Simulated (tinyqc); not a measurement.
# Strained alloy layer of InAs and AlAs on (001) InP, model-solid band line-up: gaps, strain and offsets against composition

The layer is x parts of the first compound and 1 - x of the second, grown coherently on the third as substrate and barrier. Rows of the table: lattice constant a, average valence level Ea on an absolute scale, spin-orbit splitting so, gaps at Gamma, X and L, hydrostatic deformation potentials av and ac (Gamma), shear potential b, elastic constants, electron and heavy-hole (along z) masses. All are interpolated linearly in x; gaps get -C x (1 - x), taken wholly in the conduction band; real line-ups can differ from this model by 0.1 eV or more.

In-plane strain e = (a_substrate - a)/a, e_z = -2 (c12/c11) e, volume change 2 e + e_z. With v = 2 e + e_z and d = 2 b (e_z - e): Eav = Ea + av v; E_hh = Eav + so/3 - d/2; E_lh = Eav - so/6 + d/4 + sqrt(so^2 + so d + 9 d^2/4)/2; E_c = Ea + so/3 + EG + ac v (Gamma). Substrate: E_v = Ea + so/3, E_c = E_v + EG. Well depths: dEc = E_c(substrate) - E_c, dEhh = E_hh - E_v(substrate), dElh likewise; strained Gamma gap E_c - max(E_hh, E_lh); positive values confine carriers in the layer. Matthews-Blakeslee for 60-degree dislocations in a single layer: hc = k (ln(hc/bv) + 1), k = bv (1 - nu/4)/(4 pi |e| (1 + nu)), nu = c12/(c11 + c12), bv = a/sqrt(2); the larger root. The valence offset is the larger of dEhh and dElh; a dash marks |e| under 0.02 % or no root.

Inputs (values chosen for the exercise):
- CG = 0.7 eV (bowing of the Gamma gap)
- CX = 0 eV (bowing of the X gap)
- CL = 0 eV (bowing of the L gap)

Binary compounds, values chosen for the exercise:
```
              close to InAs  close to AlAs  close to InP
a (angstrom)          6.058          5.661         5.869
Ea (eV)               -6.67          -7.49         -7.04
so (eV)               0.383          0.279          0.11
EG (eV)               0.358           2.98          1.33
EX (eV)                1.38           2.14          2.17
EL (eV)                1.08           2.34          1.93
av (eV)                   1           2.48          1.25
ac (eV)               -5.13          -5.56         -5.03
b (eV)                 -1.8           -1.5          -1.7
c11 (GPa)              82.3            124           101
c12 (GPa)              45.2           52.7          56.1
me (m0)              0.0227          0.149        0.0812
mh (m0)               0.332          0.468         0.534
```

Results:
columns A: x; B: e (%); C: relaxed Gamma gap (eV); D: lower of X and L gaps (eV); E: strained Gamma gap (eV); F: E_hh - E_lh (meV); G: dEc (eV); H: valence offset (eV); I: hc (nm)
```
A            B       C      D       E       F         G         H     I
0.3      1.538   2.046  1.912   1.862  -105.0   -0.4877  -0.04461  5.30
0.36     1.121   1.875  1.866   1.744  -75.83   -0.3932  -0.02109  8.14
0.41    0.7766   1.736  1.823   1.648  -52.00   -0.3176  2.656e-5  13.2
0.47    0.3661   1.573  1.748   1.533  -24.14   -0.2306   0.02741  33.8
0.53  -0.04105   1.416  1.672   1.418   2.654   -0.1476   0.05991   446
0.58   -0.3778   1.289  1.609   1.303   23.96  -0.08145    0.1082  32.6
0.69    -1.111   1.021  1.471   1.058   66.86   0.05428    0.2177  8.22
0.75    -1.506  0.8822  1.395  0.9279   87.68    0.1227    0.2794  5.42
```

Estimate the missing row, x = 0.64.

Computed row:
columns A: x; B: e (%); C: relaxed Gamma gap (eV); D: lower of X and L gaps (eV); E: strained Gamma gap (eV); F: E_hh - E_lh (meV); G: dEc (eV); H: valence offset (eV); I: hc (nm)
```
A           B      C      D      E      F          G       H     I
0.64  -0.7790  1.141  1.534  1.168  48.09  -0.005770  0.1674  13.1
```

With this row back in the table: The relaxed Gamma gap falls from 2.05 to 0.882 eV and the strained one falls from 1.86 to 0.928 eV. The lattice matches the substrate at x = 0.524; the heavy hole is on top where the layer is compressed (e < 0) and the light hole where it is stretched. The relaxed alloy turns direct at x = 0.364. dEc rises from -0.488 to 0.123 eV and the valence offset rises from -0.0446 to 0.279 eV. At the largest strain listed, 1.54 %, strain changes the gap by -184 meV. For x = 0.3, 0.36 the lowest conduction valley of the relaxed alloy is X or L, so the gap and dEc listed hold for Gamma only.

Program tinyqc, `OMP_NUM_THREADS=1 python tinyqc.py 2690164 2690165 out.jsonl`; Intel Xeon 2.30GHz, shared host, one thread, about 0.01 s.
